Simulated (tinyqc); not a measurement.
Swing of the coupled dose with resist thickness: standing waves and exposure in a photoresist film.

Normal incidence from air. Unexposed resist: N1 = n1 + i k1 with k1 = (A + B) lam/(4 pi), lam in micrometres. r01 = (1 - N1)/(1 + N1), t01 = 2/(1 + N1). Substrate Ns = ns + i ks: r12 = (N1 - Ns)/(N1 + Ns). With p = exp(2 pi i N1 d/lam), the field at depth z is E(z) = t01 [exp(2 pi i N1 z/lam) + r12 p^2 exp(-2 pi i N1 z/lam)]/(1 + r01 r12 p^2), the relative intensity I(z) = n1 |E(z)|^2 and the reflectance R = |(r01 + r12 p^2)/(1 + r01 r12 p^2)|^2.

Values chosen for the exercise (a resist on W, indices near tabulated ones; the results hold for these values, not for the real material): lam = 365 nm (vacuum wavelength); n1 = 1.687 (resist index); A = 0.37 1/micrometre (bleachable absorption (Dill A)); B = 0.07 1/micrometre (fixed absorption (Dill B)); d = 1179 nm (resist thickness); ns = 3.403 (substrate n); ks = 2.462 (substrate k).

The mean of I is taken over 800 depths; the relative dose to clear is taken as 1/(mean of I over the lowest period, 60 depths), scaled to 1 in the first row.

Swing:

| d (nm) | R | mean I | relative dose |
|---|---|---|---|
| 1179.0 | 0.2774 | 0.7337 | 1.000 |
| 1197.0 | 0.2376 | 0.7657 | 0.952 |
| 1215.1 | 0.1085 | 0.8892 | 0.822 |
| 1233.1 | 0.0050 | 0.9895 | 0.747 |
| 1251.1 | 0.0674 | 0.9251 | 0.808 |
| 1269.2 | 0.2008 | 0.7881 | 0.952 |
| 1287.2 | 0.2652 | 0.7177 | 1.042 |
| 1305.2 | 0.2264 | 0.7481 | 0.994 |
| 1323.2 | 0.1025 | 0.8621 | 0.865 |
| 1341.3 | 0.0034 | 0.9543 | 0.789 |
| 1359.3 | 0.0630 | 0.8947 | 0.851 |
| 1377.3 | 0.1907 | 0.7684 | 0.995 |
| 1395.4 | 0.2537 | 0.7022 | 1.085 |

The period is 108.2 nm, six rows. The relative dose swings between 0.747 and 1.085, a ratio (max - min)/mean of 0.370, against the estimate 4 sqrt(|r01|^2 |r12|^2) exp(-(A + B) d) = 0.322 for the oscillating part alone; the ratio from the table also holds the slow rise from absorption, 8.5 % over two periods, so the two are not strictly comparable. The dose is least sensitive to thickness at an extremum; the lowest dose listed is at 1233.1 nm.

tinyqc: `OMP_NUM_THREADS=1 python tinyqc.py 1680636 1680637 out.jsonl`; about 0.01 s, one thread, shared Intel(R) Xeon(R) Processor @ 2.30GHz.
